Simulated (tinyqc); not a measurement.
Off-state leakage of single and stacked transistors: two steps of the calculation.

n-channel devices of unit width. Subthreshold current I(Vg, Vs, Vd) = I0 (T/300 K)^0.5 exp[(Vg - Vs - VT(T) - gb (Vs - Vb) + dd (Vd - Vs))/(nf Vt)] (1 - exp(-(Vd - Vs)/Vt)), VT(T) = VT - cT (T - 300 K). Gate-edge tunnelling Ig (Vd/1 V) exp(ag (Vd - 1 V)), for a gate at 0 V, and band-to-band leakage Ab u exp(-Bb/u), u = Vd - Vb + 1 V, flow at a drain held at V; both are taken as independent of T. In a stack of off transistors (all gates at 0 V) the same subthreshold current passes through each.

Inputs (values chosen for the exercise); values of the order met in bulk silicon logic transistors:
- T = 358 K (temperature)
- V = 1.2 V (supply voltage)
- VT = 0.48 V (threshold at 300 K, zero drain and body bias)
- cT = 0.5 mV/K (fall of the threshold with temperature)
- I0 = 0.49 uA/um (current at threshold at 300 K)
- nf = 1.22 (slope factor)
- dd = 0.06 (drain-induced lowering per volt)
- gb = 0.18 (rise of the threshold per volt of source-body bias)
- Ig = 0.0002 uA/um (gate-edge tunnelling current at 1 V)
- ag = 3.6 1/V (exponential slope of the gate current)
- Ab = 5 uA/(um V) (prefactor of band-to-band leakage at the drain)
- Bb = 21 V (its exponential voltage)
- Vb = 0 V (body voltage)

Constants: q = 1.602176634e-19 C, kB = 1.380649e-23 J/K, Vt = kB T/q. Results are converted to the units shown.

Task 1. Leakage of one transistor. Vg = Vs = 0, Vd = V; effective threshold VT(T) - gb Vb - dd V.

Give: effective threshold; parts; total; shares.

Result 1.

effective threshold = 0.37900 V
parts (nA/um): subthreshold 0.022662, gate edge 0.49306, band-to-band 0.78678
total = 1.3025 nA/um
shares (%): subthreshold 1.7398, gate edge 37.855, band-to-band 60.405

The band-to-band part is the largest.

Task 2. New Vx. Stack of two, Vx the node between them: I_low = I(0, 0, Vx), I_up = I(0, Vx, V), f = ln(I_up/I_low), f' = -(1 + gb + 2 dd)/(nf Vt) - 1/(Vt (exp(Vx/Vt) - 1)) - 1/(Vt (exp((V - Vx)/Vt) - 1)), Vx(new) = Vx - f/f'.

Vx at the start = 0.055 V

Find: I_low; I_up; f; f'; Vx after iteration 1.

Result 2.

I_low = 0.003038 nA/um
I_up = 0.003701 nA/um
f = 0.1974
f' = -41.09 1/V
Vx after iteration 1 = 0.05980 V

Program tinyqc, `OMP_NUM_THREADS=1 python tinyqc.py 2242033 2242034 out.jsonl`; Intel Xeon 2.30GHz, shared host, one thread, about 0.03 s.
